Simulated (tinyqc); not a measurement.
Field-effect mobility of a thin-film transistor with band-tail and deep states (multiple trapping): one step, computed by the program tinyqc.

A thick film in accumulation at small drain voltage. Only free electrons move; trapped ones still screen the gate. N_c and mu_0 are held fixed when T changes, leaving out the T^(3/2) growth of N_c. x = E_0 - psi is the distance of the Fermi level below the band edge.

Problem. Free and trapped densities. F_j(eta) = int_0^infinity x^j/(1 + exp(x - eta)) dx, without a gamma-function factor. Integrals over x = E/(k_B T) use 160 Gauss-Legendre points in u = sqrt(x) from 0 to sqrt(max(eta, 0) + 32). Free n(x) = N_c (2/sqrt(pi)) F_1/2(-x/k_B T), with F_1/2 from its two-term series in exp(-x/k_B T) for x >= 12 k_B T; tail n_t(x) = int_0^1.2eV g_t exp(-E/E_t)/(1 + exp((x - E)/k_B T)) dE, E counted down from the edge, 120 Gauss-Legendre points; deep charge g_d psi; space charge rho(psi) = n + n_t + g_d psi less its value at psi = 0.

Inputs (values chosen for the exercise, modelled on an amorphous In-Ga-Zn oxide):
```
quantity                           value         unit
effective density of states N_c  4.7e+18       1/cm^3
tail density at the edge g_t     5.3e+19  1/(eV cm^3)
tail width E_t                        32          meV
temperature T                        350            K
```

Deep states: included.

Constants: k_B = 8.617333262e-05 eV/K.

Give: Local densities at x = 0.4, 0.3, 0.2, 0.15, 0.1, 0.05, 0 and -0.05 eV.

Solution.

Local densities at x = 0.4, 0.3, 0.2, 0.15, 0.1, 0.05, 0 and -0.05 eV:
```
x (eV)  n (1/cm^3)  n_t (1/cm^3)  n/(n + n_t)
0.40    8.1724e+12    5.5848e+13      0.12765
0.30    2.2505e+14    1.0400e+15      0.17789
0.20    6.1947e+15    1.7310e+16      0.26355
0.15    3.2444e+16    6.5151e+16      0.33243
0.10    1.6852e+17    2.2064e+17      0.43303
0.05    8.4087e+17    6.1175e+17      0.57886
0.00    3.5962e+18    1.1886e+18      0.75158
-0.05   1.1033e+19    1.5565e+18      0.87637
```

E_t/k_B T = 1.06: the tail is narrower than about k_B T, so deep in the gap n_t roughly follows n, and the free share changes far less than n does.
